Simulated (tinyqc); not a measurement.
## Disorder and hopping from G and Sigma

Problem. In a semi-elliptic band with self-consistent Born disorder, Sigma = D G and G = 1/(z - (t^2 + D) G), z = E + i eta. Find D and t.

Inputs (values chosen for the exercise):
- eta = 0.001 eV (bare broadening)
- E = 1.075 eV (energy from the band centre)

G = 0.43676664-0.78829271i 1/eV
Im Sigma = -0.18130732 eV

Solution. D = Im Sigma/Im G, and t^2 + D = (z - 1/G)/G.

D = 0.2300 eV^2
t = 1.000 eV

Numbers from tinyqc (`OMP_NUM_THREADS=1 python tinyqc.py 2720024 2720025 out.jsonl`; about 0.01 s on one thread of a shared Intel Xeon 2.30GHz).
